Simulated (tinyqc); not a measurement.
## Deformation potential from the mobility gain

Question. Tension X along [100] raises the x valleys by D = Xu (s11 - s12) X against the y and z valleys. Their share is f = w/(w + 2), w = exp(-D/Vt), and for current along [100] mu/mu0 = [f/ml + (1 - f)/mt]/[(1/ml + 2/mt)/3]. Find f, D and Xu.

Parameters, values chosen for the exercise; values close to those of silicon: temperature T = 400 K; compliance s11 = 7.77 1/TPa; compliance s12 = -2.17 1/TPa; longitudinal mass ml = 0.942 m0; transverse mass mt = 0.191 m0.

Constants: q = 1.602176634e-19 C, kB = 1.380649e-23 J/K, Vt = kB T/q. Results are converted to the units shown.

mu/mu0 = 1.30112504
X = 840 MPa

Answer. The gain is linear in f; w = 2 f/(1 - f).

f = 0.05600
D = 73.48 meV
Xu = 8.800 eV

Computed by the program tinyqc: `OMP_NUM_THREADS=1 python tinyqc.py 2530112 2530113 out.jsonl`, one thread of a shared Intel Xeon 2.30GHz, about 0.01 s for the whole run.
